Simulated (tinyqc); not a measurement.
# Worked calculation: drifting, spreading and decaying minority pulse (Haynes-Shockley), explicit time steps

Numbers from tinyqc (`OMP_NUM_THREADS=1 python tinyqc.py 2310102 2310103 out.jsonl`; about 0.01 s on one thread of a shared Intel Xeon 2.30GHz). Printed values are rounded.

Low injection in a uniform field: dn/dt = D d2n/dx2 - v dn/dx - n/tau with D = mu Vt and v = mu F towards +x. Exact solution on an infinite bar for a Gaussian start at x0: n = N0 exp(-t/tau) exp(-(x - x0 - v t)^2/(2 s^2))/sqrt(2 pi s^2), s^2 = s0^2 + 2 D t.

Inputs (values chosen for the exercise); mobility close to that of indium phosphide at room temperature:

| symbol | value | unit | meaning |
|---|---|---|---|
| T | 350 | K | temperature |
| mu | 197 | cm^2/(V s) | minority-carrier mobility |
| F | 39 | V/cm | sweep field along the drift |
| hx | 5.4 | um | mesh step |
| tau | 1.2e-6 | s | lifetime |
| N0 | 5e9 | cm^-2 | injected sheet density |
| dt | 2e-8 | s | time step |
| s0 | 5 | um | initial width (standard deviation) |

Constants: q = 1.602176634e-19 C, kB = 1.380649e-23 J/K, Vt = kB T/q. Results are converted to the units shown.

## Coefficients of the scheme

Exponentially fitted fluxes: d = F hx/Vt, B(d) = d/(exp(d) - 1), k = D dt/hx^2; (L n)_i = a n_(i-1) + b n_i + c n_(i+1) with a = k B(-d), c = k B(d), b = -a - c - dt/tau. Explicit steps keep n positive for dt up to 1/[(D/hx^2)(B(d) + B(-d)) + 1/tau].

D = 5.941651 cm^2/s
v = 7683 cm/s
d = 0.6982604
a = 0.5662233
b = -0.8645576
c = 0.2816677
positivity limit of dt = 2.313322e-8 s

dt is 0.86 times the explicit limit. On this mesh the fitted flux acts like a diffusion coefficient (d/2) coth(d/2) D = 1.04 D for a travelling pulse, before the error of the time steps.

## Initial pulse

Nodes x_i = i hx, i = 1 to 11, n = 0 at nodes 0 and 12; the Gaussian at t = 0 with x0 = 4 hx.

```
node,n at t = 0 (1e12 cm^-3)
1,0.020960
2,0.387069
3,2.226535
4,3.989423
5,2.226535
6,0.387069
7,0.020960
8,0.000354
9,0.000002
10,0.000000
11,0.000000
```

## Step 1: densities after a time step

(L n)_i = a n_(i-1) + b n_i + c n_(i+1), n = 0 beyond the ends. Explicit step: n(new) = n + L n.

```
node,n at t = 1 dt (1e12 cm^-3)
1,0.111864
2,0.691436
3,1.644426
4,2.428196
5,2.669496
6,1.319045
7,0.222106
8,0.011916
9,0.000200
10,0.000001
11,0.000000
```

## Step 2: densities after a time step

As before.

```
node,n at t = 2 dt (1e12 cm^-3)
1,0.209906
2,0.620171
3,1.298177
4,2.011904
5,2.107996
6,1.752745
7,0.780313
8,0.127432
9,0.006775
10,0.000114
11,0.000001
```

## Step 3: densities after a time step

As before.

```
node,n at t = 3 dt (1e12 cm^-3)
1,0.203112
2,0.568506
3,1.093672
4,1.601309
5,1.918390
6,1.650781
7,1.134026
8,0.460999
9,0.073104
10,0.003852
11,0.000064
```

## Course in time

The same steps, now on nodes 1 to 60 (n = 0 at nodes 0 and 61), for 24 steps; centre = sum x n/sum n. Deviations are from the exact pulse, as a share of its largest value on the nodes; a run counts as stable if they stay under 100 %.

Course of the iteration:
```
step,hx sum n (cm^-2),centre (um),"most negative n (cm^-3), 0 if none",largest deviation (% of the peak)
1,4.913290e9,23.17850,0,11.4
2,4.814388e9,24.82859,0,11.5
3,4.702221e9,26.57042,0,8.89
4,4.592957e9,28.32229,0,5.90
5,4.487868e9,30.07499,0,6.83
6,4.387781e9,31.81998,0,6.89
7,4.292658e9,33.55365,0,5.60
8,4.201986e9,35.27615,0,6.06
9,4.115437e9,36.98663,0,6.74
...,...,...,...,...
16,3.593989e9,48.68968,0,9.04
17,3.528559e9,50.33108,0,9.23
18,3.464878e9,51.96668,0,9.46
19,3.402832e9,53.59694,0,9.70
20,3.342318e9,55.22230,0,9.81
21,3.283246e9,56.84317,0,9.96
22,3.225538e9,58.45990,0,10.1
23,3.169125e9,60.07281,0,10.3
24,3.113944e9,61.68222,0,10.3
```

The run is stable. After 24 steps the deviation is 10 % of the peak. From step 1 to the last the centre has moved at 1.09 v and the content is 7.1 % below N0 exp(-t/tau). On an endless mesh these steps would give a speed of 1.02 v and a content of 0.997 times the exact one, from dt/tau = 0.0167 alone; the rest comes from the absorbing ends.
